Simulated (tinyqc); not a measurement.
Inside a calculation: band-to-band tunnelling across a p-n junction in a two-band chain. Values are carried at full precision from step to step, so a last printed digit may differ when a step is redone from the rounded ones.

Sites alternate A at -Eg/2 and C at +Eg/2 with hopping -t; near the edges, with k counted from the zone boundary pi/a, E^2 = (Eg/2)^2 + (t a k)^2, so t = sqrt(c Eg/m)/a gives the mass m, c = hbar^2/2m0. In the gap cosh(q a) = 1 + (Eg^2/4 - e^2)/(2 t^2), e the energy from the local mid-gap. The potential is V0 = Eg + ov on the p side (left), 0 on the n side, and falls linearly over the 2N sites of the junction, V_j = V0 (1 - j/(2N + 1)), j = 1 to 2N, site 1 being A. E = Eg/2 + x ov. A half chain that ends on a site of level e1 with neighbour e2 has g = (1 + z)/(E - e1), z = exp(-/+ i k a) the root with Im g < 0, cos(k a) = (E - e1)(E - e2)/(2 t^2) - 1. S_L = t^2 g (ending on C, shifted by V0), S_R = t^2 g (starting on A). T = 4 Im(S_L) Im(S_R) |G_(1,2N)|^2.

Constants: hbar^2/2m0 = 3.80998211 eV angstrom^2.

Inputs chosen for the exercise (gap and mass near those of GaAs; shifted at random, so the results belong to these values and not to a real crystal): Eg = 1.477 eV (gap); m = 0.0705 m0 (mass of electron and light hole); a = 6 angstrom (period (two sites)); ov = 0.43 eV (overlap: top of the valence band on the p side above the conduction edge on the n side); N = 3 (periods in the small junction); x = 0.33 (energy above the n-side conduction edge, as a share of ov).

## Hopping, field and tunnelling length

Form t, V0, E, the field F = V0/((2N + 1) a/2) (1 V/angstrom = 100 MV/cm) and the length Eg/F over which E lies in the gap.

t = 1.4890 eV
V0 = 1.9070 eV
E = 0.8804 eV
F = 9.081 MV/cm
tunnelling length = 16.26 angstrom

So short a junction keeps the matrix small; its field is above the 1 to 3 MV/cm of tunnel diodes.

## Self-energies of the two sides

Form cos(k a) and S for each side.

cos(k a): left -0.885324, right -0.948196

S_L, S_R (eV): -0.14405-0.58408i  0.07095-0.43510i

## Recursive Green function

g_1 = 1/(E - e_1 - S_L); g_j = 1/(E - e_j - t^2 g_(j-1)), with S_R also subtracted at the last site; G_1j = G_1(j-1) (-t) g_j, G_11 = g_1; e_j is the site level plus V_j. The self-energies stand in the order S_L, S_R.

Sweep:
```
j  e_j (eV)       g_j (1/eV)      G_1j (1/eV)
1    0.8961   0.3590-1.6332i   0.3590-1.6332i
2    2.1006  -0.1174-0.2108i   0.5754-0.1728i
3    0.3512   0.9379-0.5553i  -0.6608+0.7171i
4    1.5558  -0.3025-0.1352i  -0.4420+0.1900i
5   -0.1936   0.5567-0.0957i   0.3394-0.2205i
6    1.0109  -0.5789-0.2609i   0.3782-0.0582i
```

T = 0.1488

## WKB for the same field

T = exp(-2 I/F), I = integral of q de across the gap. Continuum: q = sqrt(Eg^2/4 - e^2)/(t a), I = pi Eg^2/(8 t a). Lattice: q from the cosh formula, 12 Gauss-Legendre points in u with e = (Eg/2) sin(u), u from -pi/2 to pi/2. F in V/angstrom is the value in MV/cm over 100.

I (eV/angstrom): continuum 0.095888, lattice 0.095167

T by WKB: continuum 0.1210, lattice 0.1230

The chain gives 0.1488, 1.210 times the lattice WKB value; the exponent is only 2.10, and reflections at the two kinks of the potential count.

## Checks

- G_(1,2N) from the sweep against inversion of the whole matrix (size): both 0.38262.

Program tinyqc; command `OMP_NUM_THREADS=1 python tinyqc.py 1450013 1450014 out.jsonl`; about 0.01 s on one thread of a shared Intel(R) Xeon(R) Processor @ 2.30GHz.
